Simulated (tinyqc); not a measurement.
# Zero-field barrier from two thresholds

Problem. The photoemission threshold over an interface barrier is Phi = P0 - sqrt(q F/(4 pi eps0 ei)). Find P0 and ei.

Constants: q = 1.602176634e-19 C, eps0 = 8.8541878128e-14 F/cm where lengths are in cm. Results are converted to the units shown.

thresholds at F = 0.5 and 4.1 MV/cm (eV): [1.7807525, 1.5398914]

Solution. Phi is linear in sqrt(F): the intercept is P0 and the slope gives ei.

P0 = 1.91 eV
ei = 4.31

Computed by the program tinyqc: `OMP_NUM_THREADS=1 python tinyqc.py 2410039 2410040 out.jsonl`, one thread of a shared Intel Xeon 2.30GHz, about 0.01 s for the whole run.
